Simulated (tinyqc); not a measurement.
Self-heating of a transistor with one or more fingers, with temperature-dependent conductivity: one step, computed by the program tinyqc. Command: `OMP_NUM_THREADS=1 python tinyqc.py 3000258 3000259 out.jsonl selfheat walk`. One thread of a shared host (Intel(R) Xeon(R) Processor @ 2.30GHz), about 0.07 s of CPU time with the checks.

N long parallel fingers lie on the top face of a slab whose bottom is held at T_0; the top is otherwise insulated, and heat flows in two dimensions. P in W/mm is 1000 P in W/m.

Question. Extra rise from ballistic phonons. Near a source smaller than the free path, Fourier's law overstates the flow. Rough estimate: a strip that emits phonons into a half space adds a resistance times area of 4 Lambda/(3 kappa_0), from the ballistic flux C v Delta T/4 with kappa_0 = C v Lambda/3, so Delta T_b = 4 Lambda P/(3 kappa_0 w); Knudsen number Lambda/w.

Inputs (values chosen for the exercise, modelled on indium phosphide):

| quantity | value | unit |
|---|---|---|
| conductivity at the base temperature kappa_0 | 70.3 | W/(m K) |
| power per gate width P | 1.9 | W/mm |
| width of the heat source w | 0.18 | micrometre |
| phonon free path Lambda | 67 | nm |

Power: fixed power.

largest theta = 77.39763 K

Give: Knudsen number; ballistic rise Delta T_b; Delta T_b / largest theta.

Answer.

Knudsen number = 0.37222

ballistic rise Delta T_b = 13.413 K

Delta T_b / largest theta = 0.17331

By this estimate the ballistic term is at most a fifth of the Fourier rise.
